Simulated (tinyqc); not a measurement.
Force balance against energy balance: elastic strain and critical thickness of a cubic alloy layer A(1-x)B(x) on a thick substrate. Computed by tinyqc, a small Python program. Command: `OMP_NUM_THREADS=1 python tinyqc.py 3024288 3024289 out.jsonl misfit walk`. One thread of a shared host (Intel(R) Xeon(R) Processor @ 2.30GHz), about 0.01 s of CPU time with the checks.

Strain is positive in tension. The layer is coherent with the substrate unless said otherwise.

Inputs (values chosen for the exercise, modelled on GaAs(1-x)P(x) on GaAs):
```
quantity                        value      unit
fraction x of B                  0.28         -
lattice constant a_A            5.653  angstrom
lattice constant a_B            5.451  angstrom
substrate lattice constant a_S  5.653  angstrom
```

Growth plane: (001). Layer: buried under a thick cap. Misfit dislocation: edge.

C11, C12, C44 of A (GPa): 119.8  53.96  59.15

C11, C12, C44 of B (GPa): 142.4  63.21  70.66

Method:
- a = (1 - x) a_A + x a_B, the same rule for each C_ij; misfit f = (a_S - a)/a, the in-plane strain of the coherent layer.
- Voigt averages: G = (C11 - C12 + 3 C44)/5, B = (C11 + 2 C12)/3, nu = (3 B - 2 G)/(2 (3 B + G)); b = a/sqrt(2). Edge dislocation with b in the interface: cos alpha = 0, cos lambda = 1.
- Matthews-Blakeslee: h_c = A [ln(h_c/b) + 1], A = b (1 - nu cos^2 alpha)/(4 pi |f| (1 + nu) cos lambda), the factor 4 pi being that of a buried layer, with a dislocation at both interfaces.
- People-Bean: h_c = P ln(h_c/b), P = (1 - nu)/(1 + nu) b^2/(16 pi sqrt(2) a f^2). The misfit is scaled by 0.25, 0.4, 0.6, 1, 1.5, 2.2 at fixed a, b and nu; the upper root is taken, and rows with A < 1.3 b or P < 3 b, where the roots shrink to the core size or vanish, are left out.

misfit f = 0.0101064

prefactor A = 2.52309 nm

Poisson ratio nu = 0.234970

Burgers vector b = 0.395728 nm

free lattice constant a = 5.59644 angstrom

Critical thickness:
```
|f| (%)  Matthews-Blakeslee (nm)  People-Bean (nm)   ratio
0.2527                    60.924            3467.7  56.919
0.4043                    34.488            1195.7  34.670
0.6064                    20.883             469.4  22.479
1.0106                    10.886             140.1  12.873
1.5160                     6.351              51.7   8.141
2.2234                     3.715              19.1   5.149
```

What follows from these numbers?

The exponents d ln h_c/d ln f are -1.21 and -2.27 between the first rows, steeper than the -1 and -2 of the prefactors because of the logarithm. The ratio falls from 56.9 to 5.15 as the misfit grows. Where People-Bean lies above, a layer between the lines is metastable: dislocations would lower the energy but have to be nucleated. People-Bean has no form for a buried layer. Above about 2 % misfit islands may come first.
